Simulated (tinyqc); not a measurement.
From results back to parameters: configuration-coordinate model of carrier capture at a defect. Three cases, with inputs chosen for the exercise.

Problem. For two parabolas of equal curvature the ionisation peak lies at ET + ER, the emission barrier is (ER + ET)^2/(4 ER), and the standard deviation of the band at T = 0 is sqrt(ER hw). The values come from hidden ET, ER and hw.

Case 1.

ionisation peak = 0.5900 eV
emission barrier = 0.458026 eV
standard deviation at T = 0 = 0.089331 eV

Case 2.

ionisation peak = 1.5200 eV
emission barrier = 1.031429 eV
standard deviation at T = 0 = 0.165650 eV

Case 3.

ionisation peak = 1.3000 eV
emission barrier = 0.394860 eV
standard deviation at T = 0 = 0.198972 eV

Find: ET, ER, hw; capture barrier.

Solution. ER is the squared peak energy over four times the emission barrier; ET is the rest, hw = variance/ER, and the capture barrier is the emission barrier less ET.

Case 1.

ET, ER, hw (eV): 0.400  0.190  0.042

capture barrier = 0.058 eV

Case 2.

ET, ER, hw (eV): 0.960  0.560  0.049

capture barrier = 0.071 eV

Case 3.

ET, ER, hw (eV): 0.230  1.070  0.037

capture barrier = 0.165 eV

Computed by tinyqc, one run a case: `OMP_NUM_THREADS=1 python tinyqc.py N N+1 out.jsonl` with N = 1480649, 1480717, 1480770; one thread of a shared Intel(R) Xeon(R) Processor @ 2.30GHz, about 0.01 s a run at most.
